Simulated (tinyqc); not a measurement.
Equilibrium and kinetic segregation of a solute to boundaries and growing surfaces: one step, computed by the program tinyqc.

Task: Depletion of small grains. With theta the solute fraction on boundary sites and x that in the grains, theta/(1 - theta) = [x/(1 - x)] exp[(Q + z w theta)/(k_B T)]. Finite grains: boundary sites are the fraction f = 3 delta/d, and x0 = (1 - f) x + f theta; solve both equations for theta; share at boundaries = f theta/x0.

Inputs (values chosen for the exercise, for a model alloy):
```
quantity                              value  unit
segregation energy Q                  0.655    eV
interaction z w (positive attracts)   0.099    eV
total solute fraction x0             0.0017     -
temperature T                          1300     K
grain size d                            130    nm
boundary thickness delta               0.31    nm
```

Isotherm: Fowler-Guggenheim.

Constants: k_B = 8.617333262e-05 eV/K.

Give: site fraction f; coverage theta; fraction x left in the grains; share of solute at boundaries; enrichment theta/x.

Result:

site fraction f = 0.007154

coverage theta = 0.1679

fraction x left in the grains = 5.023e-04

share of solute at boundaries = 70.66 %

enrichment theta/x = 334.3
